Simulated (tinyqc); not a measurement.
Worked calculation: Keating valence-force model of a tetrahedral crystal. Computed by tinyqc, a small Python program that keeps every step. Command: `OMP_NUM_THREADS=1 python tinyqc.py 3026296 3026297 out.jsonl keating walk`. One thread of a shared host (Intel(R) Xeon(R) Processor @ 2.30GHz), about 0.03 s of CPU time with the checks. Intermediate numbers are printed to about 7 digits and carried at full precision; extremes and crossings named in words are read from the listed rows.

Atom A sits at 0 and atom B at a/4 (1,1,1) of an fcc lattice; the four bonds from A are t = a/4 (1,1,1), a/4 (1,-1,-1), a/4 (-1,1,-1), a/4 (-1,-1,1), of length d = sqrt(3) a/4. Energy: E = (3 alpha/(8 d^2)) sum over bonds (r.r - d^2)^2 + (3 beta/(8 d^2)) sum over pairs of bonds at one atom (r_i.r_j + d^2/3)^2, with beta_A for the six pairs at A and beta_B for the six at B. The cell holds two atoms, Omega = a^3/4. 1 N/m = 1 J/m^2. With constants fitted to the elastic moduli this model puts optical and zone-boundary frequencies of real crystals too high, by up to about 20 % in elemental crystals and up to about 50 % in compounds, and mostly by more for TA modes; in compounds the lattice part of the static dielectric constant then comes out too low.

Inputs (values chosen for the exercise, modelled on cubic gallium nitride):
```
quantity,value,unit
lattice constant a,4.52,angstrom
mass M_A,69.72,u
mass M_B,14.007,u
bond stretching alpha,80.1,N/m
bond bending beta_A,18.1,N/m
bond bending beta_B,18.1,N/m
Born charge Z*,2.62,e
eps_inf,5.16,-
mesh divisions n,8,-
temperature T,300,K
```

Structure: zinc blende.

wave vector q (2 pi/a): [0.3, 0.27, 0.13]

Constants: 1 eV/angstrom^2 = 16.02176634 J/m^2; nu for 1 eV/(angstrom^2 u) = 15.6333042 THz; 1 THz = 33.35640952 1/cm; e^2/(4 pi eps_0) = 14.39964548 eV angstrom; u = 1.6605390666e-27 kg; h x 1 THz = 4.135667696 meV; k_B = 8.617333262e-05 eV/K.

## Dynamical matrix at q

With displacements u exp(i q.r), each bracket changes by g.u, where g = (g_A, g_B): bond t, g = (-2 t, 2 t exp(i q.t)); pair (i, j) at A, g = (-(t_i + t_j), t_i exp(i q.t_j) + t_j exp(i q.t_i)); pair at B, g = (-t_i exp(-i q.t_j) - t_j exp(-i q.t_i), t_i + t_j). Then D_mn = sum over the 4 bonds and 12 pairs of (4 k/a^2) conj(g_m) g_n / sqrt(M_m M_n), with k = alpha or beta converted to eV/angstrom^2. Only the short-range forces enter; the Coulomb field of the charges is left out.

D(q) (eV/(angstrom^2 u)), lower triangle (Hermitian):
```
,A x,A y,A z,B x,B y,B z
A x,0.362643
A y,0.009833-0.000473i,0.360456
A z,0.005206-0.004011i,0.004827-0.003362i,0.355571
B x,-0.623854-0.029722i,0.090616+0.081568i,0.041561+0.177843i,1.805059
B y,0.090616+0.081568i,-0.623854-0.029722i,0.036830+0.200691i,0.048945+0.002355i,1.794174
B z,0.041561+0.177843i,0.036830+0.200691i,-0.623854-0.029722i,0.025914+0.019963i,0.024027+0.016733i,1.769860
```

## Frequencies at q

Diagonalise the Hermitian matrix D. An eigenvalue lambda of D in eV/(angstrom^2 u) gives nu = 15.6333042 THz x sqrt(lambda). The weight on A is the sum of |e|^2 over the three components of atom A.

frequencies (THz): [3.31276, 3.95424, 6.52483, 22.22313, 22.42054, 22.58545]

weights on atom A: [0.8475549, 0.8541952, 0.8941263, 0.1300697, 0.1521419, 0.1219119]

The top mode has 12 % of its weight on A, the heavier atom.

## Elastic constants and internal strain

beta = (beta_A + beta_B)/2; C11 = (alpha + 3 beta)/a, C12 = (alpha - beta)/a, C44 = 4 alpha beta/(a (alpha + beta)); with the two sublattices clamped C44(0) = (alpha + beta)/a; internal-strain parameter zeta = (alpha - beta)/(alpha + beta); B = (C11 + 2 C12)/3.

C11 = 297.3451 GPa

C12 = 137.1681 GPa

C44 = 130.6535 GPa

clamped C44(0) = 217.2566 GPa

internal-strain parameter zeta = 0.6313646

bulk modulus B = 190.5605 GPa

Letting the sublattices shift lowers C44 by 40 %, which is zeta^2. A shear is shared between bond lengths and angles. The model fixes 2 C44 (C11 + C12)/((C11 - C12)(C11 + 3 C12)) = 1.000 whatever alpha and beta are.

## Optical mode at the zone centre

beta = (beta_A + beta_B)/2; mu = M_A M_B/(M_A + M_B); lambda = 4 (alpha + beta)/mu with the springs in eV/angstrom^2; nu = 15.6333042 THz x sqrt(lambda).

reduced mass mu = 11.66372 u

nu_TO at G = 22.66537 THz

the same as a wavenumber = 756.0354 1/cm

## LO-TO splitting

The long-range field adds 4 pi Z*^2 (e^2/(4 pi eps_0))/(eps_inf Omega mu) to lambda for the longitudinal mode at q -> 0; lambda = (nu/15.6333042 THz)^2; eps_0 = eps_inf (nu_LO/nu_TO)^2 (Lyddane-Sachs-Teller; here eps_0 is the static dielectric constant).

nu_LO at G = 27.05929 THz

static dielectric constant = 7.354562

The splitting is 19.4 % of nu_TO, and the lattice adds 2.19 to the dielectric constant.

## Frequencies at the zone boundary

The formulas are those given above.

Frequencies (THz) at points given in 2 pi/a:
```
point,nu 1,nu 2,nu 3,nu 4,nu 5,nu 6
"X (1, 0, 0)",6.885731,6.885731,10.08874,21.59411,21.59411,22.50831
"L (0.5, 0.5, 0.5)",5.018423,5.018423,9.80809,22.10282,22.10282,22.10285
"W (1, 0.5, 0)",7.320748,7.857819,9.27049,20.68277,21.62902,23.21578
"K (0.75, 0.75, 0)",6.423778,8.068028,9.46271,20.81745,21.73601,23.06713
```

At X the two longitudinal modes are split (10.09 and 22.51 THz) because each moves one sublattice alone.

## Lowest frequency at X

Take the lowest frequency at X = (1, 0, 0) 2 pi/a, the transverse acoustic (TA) mode.

TA frequency at X = 6.885731 THz

## Transverse acoustic branch against its sound line

The sound line is nu = v q/(2 pi) with v = sqrt(C44/rho), rho = (M_A + M_B)/Omega; the clamped line uses C44(0).

Frequencies (THz) along G-X:
```
q (2 pi/a),lowest branch,"sound line, relaxed C44","sound line, clamped C44(0)",third-lowest frequency,highest frequency
0.05,0.514847,0.51524,0.66441,0.77656,22.66493
0.15,1.534992,1.54573,1.99324,2.31233,22.66125
0.30,3.004830,3.09146,3.98648,4.50805,22.64757
0.45,4.340921,4.63719,5.97972,6.47339,22.62193
0.60,5.468975,6.18292,7.97296,8.10015,22.58496
0.75,6.310424,7.72865,9.96620,9.28936,22.54435
0.90,6.791586,9.27438,11.95944,9.95873,22.51473
1.00,6.885731,10.30487,13.28827,10.08874,22.50831
```

At small q the branch follows the relaxed line (0.999 of it, against 0.775 of the clamped one): in a long shear wave the sublattices shift against each other. At X it reaches 67 % of the relaxed line. Real tetrahedral semiconductors have flatter TA branches than a Keating model fitted to their elastic constants, which needs longer-ranged terms to mend.

## Thermal sums on a mesh

Mesh: q = sum_i (m_i + 1/2)/n b_i, m_i = 0..n-1, with b = [[-1, 1, 1], [1, -1, 1], [1, 1, -1]] in 2 pi/a; sums over the six modes are averaged over the n^3 points and halved, per atom. With x = h nu/(k_B T) and n = 1/(exp(x) - 1) for each mode: F = k_B T [x/2 + ln(1 - exp(-x))], U = k_B T x (n + 1/2), S/k_B = x n - ln(1 - exp(-x)), C/k_B = x^2 n (n + 1). The acoustic share counts the three lowest modes at each q; zero-point energy = sum h nu/2.

free energy F = 70.53825 meV/atom

entropy S = 1.734568 k_B/atom

heat capacity C = 1.935236 k_B/atom

acoustic share of C = 0.6998250

zero-point energy = 89.45341 meV/atom

C is 65 % of the classical value; the optical modes are partly excited.

Checks made by the program: slopes of the acoustic branches along [110] against C11, C12 and the relaxed C44 (relative difference 1e-06); zone-centre optical mode against D(q = 0) (relative difference below 1e-10); longitudinal modes at X against the diagonal of D (relative difference below 1e-10).
